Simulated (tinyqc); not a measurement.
# Thin-body transistor below threshold, two-dimensional Poisson equation on a small mesh, step by step

Program tinyqc, `OMP_NUM_THREADS=1 python tinyqc.py 2480094 2480095 out.jsonl`; Intel Xeon 2.30GHz, shared host, one thread, about 0.1 s. Printed values are rounded.

A thin body on a thick buried insulator of low permittivity, taken as carrying no normal field at the bottom of the body (row 0). Mobile charge is neglected (subthreshold), the body is fully depleted, and potentials are counted from the intrinsic level; rows run upward to the gate, columns from source to drain.

Inputs (values chosen for the exercise); semiconductor permittivity close to that of germanium: temperature T = 400 K; relative permittivity of the semiconductor eps_r = 16; relative permittivity of the insulator eox = 9; body thickness tb = 6 nm; insulator thickness tox = 1.8 nm; channel length L = 41 nm; acceptor density of the depleted body Na = 5.7e17 cm^-3; potential of the source Vbi = 0.54 V; gate offset Vfb = 0.04 V; gate voltage Vg = 0.05 V; drain voltage Vd = 0.7 V.

Constants: q = 1.602176634e-19 C, kB = 1.380649e-23 J/K, Vt = kB T/q, eps0 = 8.8541878128e-14 F/cm where lengths are in cm. Results are converted to the units shown.

## Coefficients of the five-point equations

Mesh: rows i = 0..3 in the semiconductor (step hs = tb/3, row 3 on the interface), then 2 step(s) ho = tox/2 up to the gate row 5; columns j = 0..7 (step hy = L/7). Box integration, divided by eps0: up_i = eps hy/h of the interval above row i, dn_i = that of the interval below (0 for row 0), lat_i = (sum of eps h/2 over the intervals above and below)/hy, s_i = -q Na w_i hy/eps0 with w_i the semiconductor height of the box (hs/2 for row 0 and the interface row, hs between, 0 in the insulator). Each free node obeys (up + dn + 2 lat) psi = up psi(above) + dn psi(below) + lat [psi(left) + psi(right)] + s.

```
row	up	dn	lat	s (V)
0	46.8571	0	2.73171	-0.0604119
1	46.8571	46.8571	5.46341	-0.120824
2	46.8571	46.8571	5.46341	-0.120824
3	58.5714	46.8571	3.42317	-0.0604119
4	58.5714	58.5714	1.38293	0
```

## Iteration 1: over-relaxation sweep (omega = 1.5)

psi at the start (fixed values on the edges, free nodes at zero) (V):
```
	j=0	j=1	j=2	j=3	j=4	j=5	j=6	j=7
row 0	0.54000	0.00000	0.00000	0.00000	0.00000	0.00000	0.00000	1.24000
row 1	0.54000	0.00000	0.00000	0.00000	0.00000	0.00000	0.00000	1.24000
row 2	0.54000	0.00000	0.00000	0.00000	0.00000	0.00000	0.00000	1.24000
row 3	0.54000	0.00000	0.00000	0.00000	0.00000	0.00000	0.00000	1.24000
row 4	0.27500	0.00000	0.00000	0.00000	0.00000	0.00000	0.00000	0.62500
row 5	0.01000	0.01000	0.01000	0.01000	0.01000	0.01000	0.01000	0.01000
```

Free nodes: rows 0..4, columns 1..6, taken row by row from row 0, left to right. t = (up psi(above) + dn psi(below) + lat [psi(left) + psi(right)] + s)/(up + dn + 2 lat), with the newest neighbours; psi(new) = psi + 1.5 (t - psi).

psi after iteration 1 (V):
```
	j=0	j=1	j=2	j=3	j=4	j=5	j=6	j=7
row 0	0.54000	0.04056	0.00144	-0.00162	-0.00186	-0.00188	0.09523	1.24000
row 1	0.54000	0.06780	0.00455	-0.00246	-0.00317	-0.00324	0.15909	1.24000
row 2	0.54000	0.08610	0.00807	-0.00275	-0.00408	-0.00423	0.20191	1.24000
row 3	0.54000	0.07779	0.00780	-0.00217	-0.00346	-0.00361	0.18214	1.24000
row 4	0.27500	0.06908	0.01424	0.00598	0.00490	0.00476	0.15167	0.62500
row 5	0.01000	0.01000	0.01000	0.01000	0.01000	0.01000	0.01000	0.01000
```

## Iteration 2: over-relaxation sweep (omega = 1.5)

As before.

psi after iteration 2 (V):
```
	j=0	j=1	j=2	j=3	j=4	j=5	j=6	j=7
row 0	0.54000	0.11148	0.01226	-0.00342	-0.00548	0.00188	0.26163	1.24000
row 1	0.54000	0.13972	0.02040	-0.00330	-0.00708	0.01022	0.32799	1.24000
row 2	0.54000	0.14424	0.02425	-0.00245	-0.00729	0.02006	0.33864	1.24000
row 3	0.54000	0.12970	0.02745	0.00452	0.00023	0.02563	0.29669	1.24000
row 4	0.27500	0.07282	0.02168	0.00811	0.00527	0.02644	0.16014	0.62500
row 5	0.01000	0.01000	0.01000	0.01000	0.01000	0.01000	0.01000	0.01000
```

## Course of the iteration: over-relaxation sweep (omega = 1.5)

Stop when the largest change of psi is below 1e-7 V, or after 400 iterations. Fixed values: gate row Vg - Vfb; column 0 at Vbi and the last column at Vbi + Vd in the semiconductor, each running linearly to Vg - Vfb across the insulator.

Course of the iteration:
```
iteration	psi at row 0, j = 3 (V)	largest |change| of one entry (V)
1	-0.00161885	0.202
2	-0.00341690	0.169
3	-0.00230860	0.146
4	0.00199682	0.0773
5	0.0124606	0.0557
6	0.0199594	0.0402
7	0.0270121	0.0210
8	0.0343359	0.0134
9	0.0409376	6.60e-3
...	...	...
17	0.0496667	3.23e-5
18	0.0496816	1.49e-5
19	0.0496856	9.69e-6
20	0.0496855	2.60e-6
21	0.0496850	1.43e-6
22	0.0496853	1.36e-6
23	0.0496853	5.59e-7
24	0.0496854	1.94e-7
25	0.0496854	8.03e-8
```

Converged in 25 iterations. The changes do not fall evenly; from iteration 20 to 25 they shrink by a factor of 2.0 a step on average.

## Barrier, swing and barrier lowering

converged psi (V):
```
	j=0	j=1	j=2	j=3	j=4	j=5	j=6	j=7
row 0	0.54000	0.22559	0.08802	0.04969	0.07706	0.19796	0.52336	1.24000
row 1	0.54000	0.21657	0.08352	0.04714	0.07290	0.18732	0.50184	1.24000
row 2	0.54000	0.18793	0.07033	0.03994	0.06098	0.15594	0.43350	1.24000
row 3	0.54000	0.13454	0.04955	0.02931	0.04301	0.10584	0.30607	1.24000
row 4	0.27500	0.07412	0.03017	0.01986	0.02680	0.05877	0.16228	0.62500
row 5	0.01000	0.01000	0.01000	0.01000	0.01000	0.01000	0.01000	0.01000
```

d psi/dVg on row 0: j=0 0.000000, j=1 0.568958, j=2 0.825703, j=3 0.914092, j=4 0.914092, j=5 0.825703, j=6 0.568958, j=7 0.000000
d psi/dVd on row 0: j=0 0.00000, j=1 0.00283, j=2 0.00862, j=3 0.02340, j=4 0.06251, j=5 0.16568, j=6 0.42821, j=7 1.00000

The barrier is read along row 0, the path farthest from the gate. Take the node j of lowest psi: barrier Vbi - psi_j; swing Vt ln 10/(d psi_j/dVg); DIBL = (d psi_j/dVd)/(d psi_j/dVg). The derivatives solve the same equations with s = 0 and a unit change of that voltage.

j = 3
barrier = 0.490315 V
swing = 86.8278 mV/decade
DIBL = 25.5989 mV/V

A mesh of 12, 8 and 80 steps (semiconductor, insulator, channel) gives a barrier of 0.499 V, a swing of 85.5 mV a decade and a DIBL of 23.7 mV/V; the small mesh puts the barrier 1.7 % below that.
